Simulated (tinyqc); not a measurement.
Hubbard chain of 3 sites, step by step. One step of it, computed by the program tinyqc.

Task: The many-body Hamiltonian. Basis: all placements (u, d, 2, 0 on each site), up operators ordered before down ones; hops carry the sign of the same-spin electrons passed.

one-body matrix (hopping and site energies) (eV), order 1, 2, 3:
```
[[0.000000, -0.890000, 0.000000],
 [-0.890000, 0.000000, -0.890000],
 [0.000000, -0.890000, 0.000000]]
```

U = 9.100000 eV

electrons, up and down: [1, 1]

Give: H.

Result:

H (eV), order 200, ud0, u0d, du0, 020, 0ud, d0u, 0du, 002:
```
[[9.100, -0.890, 0.000, -0.890, 0.000, 0.000, 0.000, 0.000, 0.000],
 [-0.890, 0.000, -0.890, 0.000, -0.890, 0.000, 0.000, 0.000, 0.000],
 [0.000, -0.890, 0.000, 0.000, 0.000, -0.890, 0.000, 0.000, 0.000],
 [-0.890, 0.000, 0.000, 0.000, -0.890, 0.000, -0.890, 0.000, 0.000],
 [0.000, -0.890, 0.000, -0.890, 9.100, -0.890, 0.000, -0.890, 0.000],
 [0.000, 0.000, -0.890, 0.000, -0.890, 0.000, 0.000, 0.000, -0.890],
 [0.000, 0.000, 0.000, -0.890, 0.000, 0.000, 0.000, -0.890, 0.000],
 [0.000, 0.000, 0.000, 0.000, -0.890, 0.000, -0.890, 0.000, -0.890],
 [0.000, 0.000, 0.000, 0.000, 0.000, -0.890, 0.000, -0.890, 9.100]]
```
